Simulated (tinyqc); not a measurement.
Inside a calculation. Method: inverse iteration on a symmetric matrix. Computed by tinyqc, a small Python program that keeps every step. Settings: method = inverse, shift = 0.42. Command: `OMP_NUM_THREADS=1 python tinyqc.py 20967 20968 out.jsonl` (the two numbers bound the seeds that draw the settings). One thread of a shared host (Intel(R) Xeon(R) Processor @ 2.60GHz), about 0.01 s of CPU time with the checks.

## Step 1

A:
$$\begin{pmatrix}
0.740000 & 0.623000 & -0.395000 & 0.437000 & -0.653000 & -0.648000 \\
0.623000 & 1.212000 & 0.787000 & -0.384000 & -0.429000 & 0.634000 \\
-0.395000 & 0.787000 & 2.465000 & -0.054000 & 0.778000 & -0.243000 \\
0.437000 & -0.384000 & -0.054000 & 3.410000 & 0.530000 & 0.986000 \\
-0.653000 & -0.429000 & 0.778000 & 0.530000 & 3.911000 & 0.240000 \\
-0.648000 & 0.634000 & -0.243000 & 0.986000 & 0.240000 & 4.871000
\end{pmatrix}$$

vector v at the start: [0.408248, 0.408248, 0.408248, 0.408248, 0.408248, 0.408248]

shift = 0.420000

solve (A - shift) w = v; v' = w/|w| with its largest component positive (the first on a tie); lambda = v'^T A v'.

vector after step 1: [0.320988, 0.860028, -0.111056, 0.199320, 0.324047, -0.015820]

Rayleigh quotient after step 1 = 1.316233

## Step 2

As before.

vector after step 2: [0.857707, 0.359977, -0.130281, -0.109367, 0.317498, 0.070830]

Rayleigh quotient after step 2 = 0.947352

## Course of the iteration

Stop when the residual |A v - lambda v| is below 1e-9.

Steps:
```
step      lambda  residual
1     1.31623263  1.06e+00
2     0.94735200  5.70e-01
3     0.90033131  5.32e-01
4     0.88075198  5.41e-01
5     0.86326413  5.54e-01
6     0.84524573  5.68e-01
7     0.82640015  5.81e-01
8     0.80669498  5.94e-01
9     0.78613316  6.06e-01
10    0.76472735  6.18e-01
11    0.74249728  6.29e-01
12    0.71946979  6.40e-01
13    0.69567896  6.50e-01
14    0.67116622  6.60e-01
15    0.64598030  6.68e-01
16    0.62017707  6.76e-01
17    0.59381924  6.82e-01
18    0.56697584  6.88e-01
19    0.53972164  6.93e-01
20    0.51213637  6.96e-01
21    0.48430387  6.99e-01
22    0.45631107  7.00e-01
23    0.42824694  7.01e-01
24    0.40020135  7.00e-01
25    0.37226396  6.98e-01
26    0.34452302  6.95e-01
27    0.31706431  6.91e-01
28    0.28997009  6.86e-01
29    0.26331815  6.80e-01
30    0.23718098  6.73e-01
```

all eigenvalues, for comparison: [-0.266811, 1.134879, 2.527004, 3.281972, 4.361937, 5.570020]

Not converged in 30 steps: the residual falls only by the ratio of the two smallest distances of eigenvalues from the shift, 0.96 a step.
